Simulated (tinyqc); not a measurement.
Inside a calculation. Model: long-channel MOSFET, surface-potential model.

Numbers from tinyqc (`OMP_NUM_THREADS=1 python tinyqc.py 2360079 2360080 out.jsonl`; about 0.03 s on one thread of a shared Intel Xeon 2.30GHz). Printed values are rounded.

n-channel transistor on a uniformly doped p-type body, gradual-channel approximation, constant mobility, Boltzmann statistics, full ionisation. Potentials are counted from the neutral body; V is the electron quasi-Fermi potential, Vsb at the source and Vsb + Vds at the drain. Charges are magnitudes per area.

Parameters, values chosen for the exercise; material values close to those of gallium nitride:
- T = 300 K (temperature)
- Eg = 3.43 eV (band gap)
- eps_r = 9.43 (relative permittivity of the semiconductor)
- Nc = 2.33e18 cm^-3 (conduction-band density of states at T)
- Nv = 4.65e19 cm^-3 (valence-band density of states at T)
- Na = 1.1e18 cm^-3 (acceptor density of the body)
- eox = 3.94 (relative permittivity of the gate insulator)
- tox = 7.2 nm (insulator thickness)
- Vfb = -1.53 V (flat-band voltage)
- mu = 260 cm^2/(V s) (channel mobility)
- W = 2 um (gate width)
- L = 10 um (gate length)
- Vsb = 0.5 V (source-body reverse bias)
- Vgs = 4.99 V (gate-source voltage)
- Vds = 1.2 V (drain-source voltage)

Constants: q = 1.602176634e-19 C, kB = 1.380649e-23 J/K, Vt = kB T/q, eps0 = 8.8541878128e-14 F/cm where lengths are in cm. Results are converted to the units shown.

Range of the model: The surface field at the source is about 1.8 MV/cm, where quantisation and degeneracy of the inversion layer, left out here, matter.

## Body potential, insulator capacitance and body factor

ni = sqrt(Nc Nv) exp(-Eg/(2 Vt)), Eg in volts; phiF = Vt ln(Na/ni); Cox = eps0 eox/tox; gamma = sqrt(2 q eps0 eps_r Na)/Cox. VT = Vfb + 2 phiF + gamma sqrt(2 phiF + Vsb), m = 1 + gamma/(2 sqrt(2 phiF + Vsb)).

ni = 1.60943e-10 cm^-3
phiF = 1.65690 V
Cox = 0.484521 uF/cm^2
gamma = 1.11966 V^0.5
VT = 3.97037 V
m = 1.28667

## Iteration 1: surface potential at the source by Newton steps

psi at the start (the smaller of 2 phiF + Vsb + 4 Vt and the root without inversion charge) = 3.91721 V

With V = Vsb: G = psi - Vt + Vt e, e = exp((psi - 2 phiF - Vsb)/Vt); f = Vgs + Vsb - Vfb - psi - gamma sqrt(G); f' = -1 - gamma (1 + e)/(2 sqrt(G)); psi(new) = psi - f/f'.

G = 5.30277 V
f = 0.524476 V
f' = -14.5159
psi after iteration 1 = 3.95334 V

## Iteration 2: surface potential at the source by Newton steps

As before.

G = 9.63740 V
f = -0.409217 V
f' = -41.0103
psi after iteration 2 = 3.94336 V

## Course of the iteration: surface potential at the source by Newton steps

Stop when psi changes by less than 1e-10 V, or after 40 iterations.

Course of the iteration:

| iteration | psi (V) | \|change\| (V) |
|---|---|---|
| 1 | 3.95334 | 0.0361 |
| 2 | 3.94336 | 9.98e-3 |
| 3 | 3.94176 | 1.60e-3 |
| 4 | 3.94172 | 3.70e-5 |
| 5 | 3.94172 | 1.92e-8 |
| 6 | 3.94172 | 5.33e-15 |

Converged in 6 iterations. At the end the number of correct digits about doubles with each step.

## Charges and current of the charge-sheet model

psi_0 = 3.94172 V
psi_L = 4.62011 V

psi_0 and psi_L solve Vgs + Vsb - Vfb - psi = gamma sqrt(G) at V = Vsb and Vsb + Vds. Qi = Cox gamma [sqrt(G) - sqrt(psi - Vt)], G = psi - Vt + Vt exp((psi - 2 phiF - V)/Vt), at both ends. With U = Vgs + Vsb - Vfb: drift = mu (W/L) Cox [U (psi_L - psi_0) - (psi_L^2 - psi_0^2)/2 - (2/3) gamma ((psi_L - Vt)^1.5 - (psi_0 - Vt)^1.5)]; diffusion = mu (W/L) Vt (Qi0 - QiL).

Qi0 = 417.968 nC/cm^2
QiL = 7.96075e-7 nC/cm^2
drift current = 7.35117 uA
diffusion current = 0.561876 uA
drain current = 7.91305 uA

Drift carries 92.9 % of the current. The drain end is pinched off: its charge is under 1 % of that at the source.

## Inversion charge along the channel

| point | V (V) |
|---|---|
| 0 | 0.5 |
| 1 | 0.62 |
| 2 | 0.74 |
| 3 | 0.86 |
| 4 | 0.98 |
| 5 | 1.1 |
| 6 | 1.22 |
| 7 | 1.34 |
| 8 | 1.46 |
| 9 | 1.58 |
| 10 | 1.7 |

The surface potential psi at channel potential V solves Vgs + Vsb - Vfb - psi = gamma sqrt(G), G = psi - Vt + Vt exp((psi - 2 phiF - V)/Vt). Charge sheet: Qi = Cox gamma [sqrt(G) - sqrt(psi - Vt)]. Pao-Sah: Qi = (Cox gamma/2) integral from 3 Vt to psi of exp((u - 2 phiF - V)/Vt)/sqrt(G(u, V)) du.

| point | psi (V) | Qi, charge sheet (nC/cm^2) | Qi, Pao-Sah (nC/cm^2) |
|---|---|---|---|
| 0 | 3.94172 | 417.968 | 419.242 |
| 1 | 4.05649 | 346.745 | 347.787 |
| 2 | 4.17021 | 276.384 | 277.204 |
| 3 | 4.28235 | 207.209 | 207.816 |
| 4 | 4.39178 | 139.891 | 140.297 |
| 5 | 4.49566 | 76.1533 | 76.3719 |
| 6 | 4.58359 | 22.3224 | 22.3860 |
| 7 | 4.61873 | 0.842251 | 0.844641 |
| 8 | 4.62009 | 0.00856131 | 0.00858561 |
| 9 | 4.62011 | 8.25778e-5 | 8.28121e-5 |
| 10 | 4.62011 | 7.96075e-7 | 7.98334e-7 |

At the source the charge-sheet charge is 0.30 % below the Pao-Sah one.

## Pao-Sah current by Simpson's rule

I = mu (W/L) integral of Qi dV; Simpson's rule on the 11 points, step Vds/10, weights 1, 4, 2, ..., 4, 1 times step/3.

Pao-Sah current = 7.96705 uA

Gauss-Legendre quadrature on many points gives 7.963 uA, so this value is 0.045 % above it; the charge-sheet current, 7.913 uA, is 0.63 % below it.
